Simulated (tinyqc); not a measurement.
Ballistic Schottky-barrier transistor with a two-dimensional channel, WKB contacts: two steps of the calculation.

Source Fermi level 0, drain Fermi level -Vd. Far from the contacts Ec = pn - psi, and the gate moves psi one to one; the band edges relax as exp(-x/lam) from pn at the source and pn - Vd at the drain; Ev = Ec - Eg. A carrier of energy w inside the channel band meets at a contact a barrier of height D (the contact edge beyond the channel edge): T = 1 for w >= D, else exp(-S), S = 4 lam sqrt(m/C) [sqrt(D - w) - sqrt(w) arctan sqrt((D - w)/w)], C = hbar^2/(2 m0). The two contacts combine as Ts Td/(Ts + Td - Ts Td).

Values chosen for this exercise; channel values close to those of an ultrathin silicon body with silicide contacts: temperature T = 350 K; barrier for electrons at both contacts pn = 0.29 eV; electron mass mn = 0.18 m0; valleys or subbands g = 2; screening length at the contacts lam = 3.6 nm; drain bias Vd = 0.5 V; band shift psi of the channel by the gate ps = 0.18 V; energy of one carrier inside the channel band w0 = 0.091 eV; upper end of the grid wm = 0.39 eV; points of the grid nE = 15.

Constants: q = 1.602176634e-19 C, kB = 1.380649e-23 J/K, hbar = 1.054571817e-34 J s, h = 6.62607015e-34 J s, m0 = 9.1093837015e-31 kg, Vt = kB T/q, hbar^2/(2 m0) = 0.0380998212 eV nm^2. Results are converted to the units shown.

Problem 1. Transmission of one of the electrons. S and T at both contacts for w = w0, and the tunnelling distance lam ln(D/w) at the higher barrier.

D for electrons (eV): source 0.18000000, drain -0.32000000

Give: S at the source; S at the drain; combined T; tunnelling distance.

Solution 1.

S at the source = 1.9744
S at the drain = 0
combined T = 0.13885
tunnelling distance = 2.4556 nm

Problem 2. Current of the electrons on a coarse grid. I/W = g (2 q^2/h) int T(w) [N(Es + w) - N(Ed + w)] dw with w the energy of motion along the channel, N(y) = (1/2 pi) sqrt(pi m kB T/C) Fm(-y/kB T), Fm(x) = (1/sqrt(pi)) int_0^infinity u^(-1/2)/(1 + exp(u - x)) du. Electrons: Ds = psi, Dd = psi - Vd, Es = Ec, Ed = Ec + Vd. Holes: Ds = -psi, Dd = Vd - psi, Es = -Ev, Ed = -Ev - Vd. The size of each current is taken; both flow from drain to source and add. Simpson's rule on nE equally spaced w from 0 to wm.

Wanted: w; Ts; Td; T; size of the supply difference; current.

Solution 2.

```
point   w (eV)         Ts      Td          T  size of the supply difference (1/um)
0      0.00000  1.7096e-6  1.0000  1.7096e-6                                2.7255
1      0.02786  0.0022098  1.0000  0.0022098                                1.0941
2      0.05571   0.022635  1.0000   0.022635                               0.43637
3      0.08357    0.10132  1.0000    0.10132                               0.17357
4      0.11143    0.28762  1.0000    0.28762                              0.068970
5      0.13929    0.59106  1.0000    0.59106                              0.027394
6      0.16714    0.91666  1.0000    0.91666                              0.010879
7      0.19500     1.0000  1.0000     1.0000                             0.0043199
8      0.22286     1.0000  1.0000     1.0000                             0.0017154
9      0.25071     1.0000  1.0000     1.0000                             6.8113e-4
10     0.27857     1.0000  1.0000     1.0000                             2.7046e-4
11     0.30643     1.0000  1.0000     1.0000                             1.0739e-4
12     0.33429     1.0000  1.0000     1.0000                             4.2644e-5
13     0.36214     1.0000  1.0000     1.0000                             1.6933e-5
14     0.39000     1.0000  1.0000     1.0000                             6.7237e-6
```

current = 0.35790 uA/um

Range of the model: No scattering, image-force lowering, channel charge or band-to-band tunnelling; parabolic kappa overstates S deep in the gap.

Numbers from tinyqc (`OMP_NUM_THREADS=1 python tinyqc.py 2390063 2390064 out.jsonl`; about 0.5 s on one thread of a shared Intel Xeon 2.30GHz).
